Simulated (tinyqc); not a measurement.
Mirror strength against the number of periods: longitudinal sound in a periodic multilayer: transfer matrices, stop bands and folded phonons. Computed by tinyqc, a small Python program. Command: `OMP_NUM_THREADS=1 python tinyqc.py 3024358 3024359 out.jsonl multilayer walk`. One thread of a shared host (Intel(R) Xeon(R) Processor @ 2.30GHz), about 0.01 s of CPU time with the checks.

Layers 1 and 2 repeat with period d = d_1 + d_2; waves travel normal to the layers, without loss. State vector (u, s): displacement u and stress divided by omega. Impedances Z = rho v are in 1e6 kg/(m^2 s).

Inputs (values chosen for the exercise, modelled on gallium arsenide (layer 1), aluminium arsenide (layer 2) and gallium arsenide (substrate)): density rho_1 = 5.33 g/cm^3; velocity v_1 = 4800 m/s; thickness d_1 = 20.6 nm; density rho_2 = 3.81 g/cm^3; velocity v_2 = 5650 m/s; thickness d_2 = 24.6 nm; substrate density = 5.28 g/cm^3; substrate velocity = 4760 m/s; frequency f = 35.2 GHz.

Method:
- Z = rho v; interface reflection r = (Z_2 - Z_1)/(Z_2 + Z_1) (stress amplitude, from 1 into 2); Bragg frequency f_B = 1/[2 (d_1/v_1 + d_2/v_2)]; long-wave velocity v_eff = d/sqrt[(d_1/v_1)^2 + (d_2/v_2)^2 + (Z_1/Z_2 + Z_2/Z_1)(d_1/v_1)(d_2/v_2)].
- A layer maps (u, s) by [[cos p, sin p/Z], [-Z sin p, cos p]], p = 2 pi f d_i/v_i; one period is M = M_2 M_1, and cos(q d) = trace(M)/2.
- For N periods A = M^N. A wave comes from a thick layer of material 1 and leaves into the substrate (Z_s): transmitted power T = 4 Z_1 Z_s/|Z_1 A_22 + Z_s A_11 - i (Z_1 Z_s A_12 - A_21)|^2, reflected power R = 1 - T.

Bragg frequency f_B = 57.8326 GHz

Z_2 = 21.5265

Z_1 = 25.584

Z of the substrate = 25.1328

trace(M)/2 = -0.344730

Transmitted power:
```
N    T at f_B  T at f_B (dB)   T at f
1     0.97365       -0.11597  0.98206
2     0.89483       -0.48260  0.98996
3     0.77980        -1.0802  0.99568
4     0.64873        -1.8794  0.97913
6     0.40285        -3.9486  0.98535
8     0.22691        -6.4415  0.99839
12   0.062533        -12.039  0.98261
16   0.016091        -17.934  0.99313
24  0.0010234        -29.900  0.98638
```

At f_B each further period removes 1.50 dB at large N, which is 20 log10 of the impedance ratio, 1.50 dB, as for a quarter-wave stack; 99 % reflection needs N = 24 among these rows. At f, in a pass band, T does not decay with N.
